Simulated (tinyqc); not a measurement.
Thin-film optics by transfer matrices: one step. Layer matrices and their product. Two cases, with inputs chosen for the exercise.

Problem. Form each matrix and multiply from the top down.

Indices N = n + i k. Snell: N0 sin(theta) = N_j sin(theta_j), with Im(N_j cos theta_j) >= 0. Admittance y_j = N_j cos theta_j for s and N_j/cos theta_j for p. Phase delta_j = 2 pi N_j cos theta_j d_j/lambda. Layer matrix [[cos delta, -i sin delta/y], [-i y sin delta, cos delta]], multiplied from the top down to M. (B, C) = M (1, y_sub); r = (y0 B - C)/(y0 B + C), R = |r|^2, T = 4 Re y0 Re y_sub/|y0 B + C|^2, absorbed in the films 1 - R - T.

Give: matrix of film 1; matrix of film 2; M.

Case 1.

y_j: ambient 0.258819, film 1 1.432889+0.025325i, film 2 1.571178+0.378198i, substrate 0.851858+1.674981i

delta_j (rad): film 1 5.038009+0.089042i, film 2 1.882330+0.453095i

Solution.

matrix of film 1:
```
[[0.3212+0.0845i, 0.0316+0.6633i],
 [0.0168+1.3637i, 0.3212+0.0845i]]
```

matrix of film 2:
```
[[-0.3385-0.4462i, -0.2387-0.6116i],
 [0.1718-1.7060i, -0.3385-0.4462i]]
```

M:
```
[[1.0660-0.1119i, 0.2603-0.4552i],
 [0.8021-1.0025i, 0.7591-0.5076i]]
```

Case 2.

y_j: ambient 0.866025, film 1 4.836003+2.614767i, film 2 1.374907, substrate 4.913857+2.517277i

delta_j (rad): film 1 2.755507+1.489869i, film 2 0.047336

Solution.

matrix of film 1:
```
[[-2.1594-0.7929i, -0.3880+0.0283i],
 [-7.1378-9.3451i, -2.1594-0.7929i]]
```

matrix of film 2:
```
[[0.9989, -0.0344i],
 [-0.0651i, 0.9989]]
```

M:
```
[[-2.1551-0.7667i, -0.4149+0.1026i],
 [-7.1814-9.1942i, -2.4786-0.5463i]]
```

Each matrix has determinant 1, and so has M.

Computed by tinyqc, one run a case: `OMP_NUM_THREADS=1 python tinyqc.py N N+1 out.jsonl` with N = 1682210, 1682249; one thread of a shared Intel(R) Xeon(R) Processor @ 2.30GHz, about 0.01 s a run at most.
